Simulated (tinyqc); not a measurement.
Chemical-mechanical planarisation: Preston law, pattern density and step-height reduction: one step, computed by the program tinyqc. Command: `OMP_NUM_THREADS=1 python tinyqc.py 3003625 3003626 out.jsonl cmp walk`. One thread of a shared host (Intel(R) Xeon(R) Processor @ 2.30GHz), about 0.01 s of CPU time with the checks.

A row of 10 cells, repeated periodically, holds raised features that cover a share rho of each cell.

Task: Effective density. The stiff pad averages the density: rho_eff(i) = sum_j w_ij rho_j / sum_j w_ij, w = exp(-2 d^2/L^2), L the planarisation length and d the distance between cell centres, summed over all periodic images of cell j.

Inputs (values chosen for the exercise, close to those used for oxide polishing): cell size = 2.4 mm; planarisation length = 7 mm.

local pattern densities, cell by cell: 0.5  0.4  0.4  0.4  0.25  0.2  0.9  0.5  0.4  0.3

Give: normalised weights (images included) for cells 0, 1, 2, ... apart; effective densities.

Result:

normalised weights (images included) for cells 0, 1, 2, ... apart: 0.2736  0.2162  0.1068  0.0330  0.0064  0.0015

effective densities: 0.4110  0.4061  0.3881  0.3660  0.3729  0.4312  0.4965  0.5018  0.4565  0.4199

Local densities span 0.2 to 0.9, effective ones 0.366 to 0.502.
